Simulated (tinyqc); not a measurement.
# Inputs raised by 5 %, one at a time

Model: capillary instabilities by surface diffusion: grooving and agglomeration of films, edge retraction, wire break-up and smoothing of roughness. Computed by tinyqc, a small Python program. Command: `OMP_NUM_THREADS=1 python tinyqc.py 3017086 3017087 out.jsonl dewet sens`. One thread of a shared host (Intel(R) Xeon(R) Processor @ 2.30GHz), about 0.01 s of CPU time with the checks.

Isotropic surface energy; shapes change by surface diffusion alone.

Inputs (values chosen for the exercise, for a model film):
```
quantity                                value        unit
surface energy gamma_s                   3.07       J/m^2
grain-boundary energy gamma_b             1.4       J/m^2
interface energy gamma_i                  1.4       J/m^2
contact angle on the substrate theta       85     degrees
atomic volume Omega                      13.6  angstrom^3
surface sites nu                           16      1/nm^2
prefactor D0                          6.5e-06       m^2/s
activation energy Q                      2.47          eV
temperature T                            1219           K
time t                                   2700           s
film thickness h                            7          nm
grain radius R                            180          nm
wire radius r                              21          nm
initial ripple over radius               0.05           -
```

Grooves: at the surface and the interface.

Constants: k_B = 8.617333262e-05 eV/K; k_B = 1.380649e-23 J/K.

Method:
- B = D_s nu gamma_s Omega^2/(k_B T), D_s = D0 exp(-Q/(k_B T)).
- Groove angle beta: sin(beta) = gamma_b/(2 gamma). For circular grains of radius R with spherical caps the groove ends (measured from the mean surface) at the depth R g(beta), g = (2 - 3 cos beta + cos^3 beta)/(3 sin^3 beta). The film parts if R [g(beta_s) + g(beta_i)] > h.
- A rim shaped as a circular segment with contact angle theta holds the area h x; its radius r obeys r^2 (theta - sin theta cos theta) = h x. To advance, the edge must carry a strip of the rim height H = r (1 - cos theta) over the rim, driven by the curvature 1/r over the distance r theta (the scaling argument of Brandon and Bradshaw): H dx/dt = B/(theta r^2) gives x^(5/2) = (5/2) B t c^(3/2)/(theta (1 - cos theta) h^(3/2)), c = theta - sin theta cos theta.
- A wire with r + A cos(k z) has dA/dt = (B/r^4) (kr)^2 [1 - (kr)^2] A: unstable for wavelengths above 2 pi r, fastest at kr = 1/sqrt 2 with the rate B/(4 r^4); break-up time about (4 r^4/B) ln(r/A0); each wavelength makes a sphere of radius (3 r^2 lambda_m/4)^(1/3).

Runs:
```
input moved                          from         to  B (nm^4/s)  critical R/h  break-up time (s)  rim height H (nm)
base run                                -          -       215.4         5.123              10818              20.26
surface energy gamma_s (J/m^2)       3.07     3.2235       226.2         5.199              10303              20.46
interface energy gamma_i (J/m^2)      1.4       1.47       215.4         5.336              10818              20.26
prefactor D0 (m^2/s)              6.5e-06  6.825e-06       226.2         5.123              10303              20.46
temperature T (K)                    1219    1279.95       628.6         5.123               3707              25.10
time t (s)                           2700       2835       215.4         5.123              10818              20.46
wire radius r (nm)                     21      22.05       215.4         5.123              13149              20.26
atomic volume Omega (angstrom^3)     13.6      14.28       237.5         5.123               9812              20.66
```

Exponents ln(y'/y) / ln(x'/x):
```
input                          B  critical R/h  break-up time  rim height H
surface energy gamma_s     1.000         0.302         -1.000          0.20
interface energy gamma_i   0.000         0.833          0.000          0.00
prefactor D0               1.000         0.000         -1.000          0.20
temperature T             21.949         0.000        -21.949          4.39
time t                     0.000         0.000          0.000          0.20
wire radius r              0.000         0.000          4.000          0.00
atomic volume Omega        2.000         0.000         -2.000          0.40
```

To which inputs is each result most sensitive?

Among the inputs moved here: B answers most in size to temperature T (exponent +21.949), next to atomic volume Omega (+2.000); its exponent is below 0.0005 for interface energy gamma_i, time t, wire radius r. Critical R/h answers most in size to interface energy gamma_i (exponent +0.833), next to surface energy gamma_s (+0.302); its exponent is below 0.0005 for prefactor D0, temperature T, time t, wire radius r, atomic volume Omega. Break-up time answers most in size to temperature T (exponent -21.949), next to wire radius r (+4.000); its exponent is below 0.0005 for interface energy gamma_i, time t. Its exponent +4.000 in wire radius r: surface diffusion over the length r. rim height H answers most in size to temperature T (exponent +4.390), next to atomic volume Omega (+0.400); its exponent is below 0.0005 for interface energy gamma_i, wire radius r. Its exponent +0.200 in time t: H^2 goes as h x.

Caution (all rows): faceting can stabilise wires along low-index directions.
